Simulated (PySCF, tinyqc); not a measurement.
RHF in the sto-3g basis, for BeH+, spin multiplicity 1, step by step (part 2 of 2). The lowest restricted solution is unstable here: a spin-polarised one lies 0.0743 hartree lower (PySCF). Computed by tinyqc, a small Python program that keeps every step (integrals from PySCF). Command: `OMP_NUM_THREADS=1 python tinyqc.py 27298 27299 out.jsonl` (the two numbers bound the seeds that draw the settings). One thread of a shared host (Intel(R) Xeon(R) Processor @ 2.60GHz), about 0.08 s of CPU time with the checks.

Geometry (angstrom):
```
atom         x         y         z
Be    0.000000  0.000000  0.000000
H     0.000000  0.000000  2.531000
```

## Convergence

Stop when the energy changes by less than 1e-10 hartree and every element of the error matrix X^T (F D S - S D F) X is below 3e-06.

Course of the cycle:
```
iteration   E (hartree)     change  largest element of the error matrix
1          -10.34413371          -                             3.26e+00
2          -14.27358555  -3.93e+00                             1.78e-01
3          -14.44642950  -1.73e-01                             1.40e-01
4          -14.49590869  -4.95e-02                             3.76e-02
5          -14.50196902  -6.06e-03                             1.69e-02
6          -14.50263899  -6.70e-04                             4.29e-03
7          -14.50270967  -7.07e-05                             1.85e-03
8          -14.50271742  -7.75e-06                             4.55e-04
9          -14.50271833  -9.04e-07                             2.18e-04
10         -14.50271844  -1.14e-07                             5.91e-05
11         -14.50271845  -1.55e-08                             2.80e-05
12         -14.50271846  -2.25e-09                             9.59e-06
13         -14.50271846  -3.40e-10                             3.92e-06
14         -14.50271846  -5.31e-11                             1.57e-06
```

PySCF RHF in the same basis = -14.50271846 hartree

Converged in 14 iterations.

## Populations, bond orders and dipole

D after iteration 14:
```
            1Be 1s     1Be 2s    1Be 2px   1Be 2py    1Be 2pz      2H 1s
1Be 1s    2.075936  -0.311280   0.000000  0.000000  -0.083091  -0.232657
1Be 2s   -0.311280   1.267017  -0.000001  0.000000   0.278318   0.802332
1Be 2px   0.000000  -0.000001   0.000000  0.000000   0.000000  -0.000001
1Be 2py   0.000000   0.000000   0.000000  0.000000   0.000000   0.000000
1Be 2pz  -0.083091   0.278318   0.000000  0.000000   0.061245   0.176505
2H 1s    -0.232657   0.802332  -0.000001  0.000000   0.176505   0.508704
```

overlap S:
```
           1Be 1s    1Be 2s   1Be 2px   1Be 2py   1Be 2pz     2H 1s
1Be 1s   1.000000  0.259517  0.000000  0.000000  0.000000  0.004107
1Be 2s   0.259517  1.000000  0.000000  0.000000  0.000000  0.117954
1Be 2px  0.000000  0.000000  1.000000  0.000000  0.000000  0.000000
1Be 2py  0.000000  0.000000  0.000000  1.000000  0.000000  0.000000
1Be 2pz  0.000000  0.000000  0.000000  0.000000  1.000000  0.173644
2H 1s    0.004107  0.117954  0.000000  0.000000  0.173644  1.000000
```

Mulliken: Z minus the diagonal of D S on the atom; Loewdin: the same with S^(1/2) D S^(1/2); Mayer order: 2 sum_s sum (D(s) S)_ij (D(s) S)_ji over the two atoms.

Charges (e):
```
atom  Mulliken   Loewdin
1Be   0.633035  0.637771
2H    0.366965  0.362229
```

Mayer bond orders:
```
pair     order
2-1   0.865337
```

dipole moment about the origin, x y z (debye): 0.000005  0.000002  2.168960
